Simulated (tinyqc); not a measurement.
Size effects in the resistivity of thin metal films and interconnect lines: one step, computed by the program tinyqc. Command: `OMP_NUM_THREADS=1 python tinyqc.py 3010506 3010507 out.jsonl size walk`. One thread of a shared host (Intel(R) Xeon(R) Processor @ 2.30GHz), about 0.01 s of CPU time with the checks.

Electrons lose their drift at surfaces (a share 1 - p of the hits) and at grain boundaries (reflection R), besides bulk scattering.

Question. Grain boundaries. Mayadas-Shatzkes: alpha = (lambda/D) R/(1 - R); rho_b/rho = 1 - 3 alpha/2 + 3 alpha^2 - 3 alpha^3 ln(1 + 1/alpha).

Inputs (values chosen for the exercise, modelled on tungsten): bulk mean free path lambda = 15.8 nm; grain-boundary reflection R = 0.5.

Geometry: film.

grain size D = 23 nm

Give: alpha; rho/rho_b from grains.

Answer.

alpha = 0.6870

rho/rho_b from grains = 1.955

The linear estimate 1 + 3 alpha/2 gives 2.030, 4 % high; at large alpha the slope is 4/3.
